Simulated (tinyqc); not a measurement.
Joule-heated wire on a substrate, fin equation: one step of the calculation.

A wire of length L loses heat along itself to two contacts and sideways to the substrate: kap A theta'' - g theta + p = 0 with theta = T - T0 and p(x) = p0 exp(-((x/L - x0)/sg)^2/2). Each end passes the heat flow theta/Rc to its contact. Constant conductivity, diffusive heat flow.

Question. Temperature rise. Solve -c theta_(i-1) + d_i theta_i - c theta_(i+1) = b_i for nodes 0 to 10.

Inputs (values chosen for the exercise):
- T0 = 293 K (temperature of substrate and contacts)

c = 0.1035 uW/K

```
node    d (uW/K)        b (uW)
0     0.19983333  2.0248956e-6
1          0.233  9.5032686e-5
2          0.233  0.0014298603
3          0.233   0.013794133
4          0.233   0.085324840
5          0.233    0.33840500
6          0.233    0.86055431
7          0.233     1.4031368
8          0.233     1.4669051
9          0.233    0.98329587
10    0.19983333    0.21130835
```

Give: theta.

Answer.

theta, node 0 to 10 (K): 1.234  2.383  4.130  6.901  11.271  17.649  25.190  30.745  30.467  23.669  13.316

Computed by the program tinyqc: `OMP_NUM_THREADS=1 python tinyqc.py 2520106 2520107 out.jsonl`, one thread of a shared Intel Xeon 2.30GHz, about 0.01 s for the whole run.
